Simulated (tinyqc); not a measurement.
# Mobility, diffusion coefficient and lifetime from two collectors

Inverse problem. For an injected sheet in a field F the peak time tp at distance L obeys u^2 tp^2 + 2 D tp = L^2 with u^2 = v^2 + 4 D/tau, and the pulse area goes as exp(L (v - u)/(2 D)); v = mu F. Find u, D, mu and tau without using the Einstein relation.

Parameters, values chosen for the exercise: sweep field along the drift F = 9.9 V/cm.

distances (um): 350  740
peak times (us): 0.349586418  0.764089256
ratio of the areas, far over near = 0.256058702

Solution. The two peak times give two linear equations for u^2 and D; the area ratio gives v - u, and u^2 - v^2 = 4 D/tau gives tau.

u = 9.400e4 cm/s
D = 207.6 cm^2/s
mu = 8030 cm^2/(V s)
tau = 3.300e-7 s

Program tinyqc, `OMP_NUM_THREADS=1 python tinyqc.py 2310005 2310006 out.jsonl`; Intel Xeon 2.30GHz, shared host, one thread, about 0.01 s.
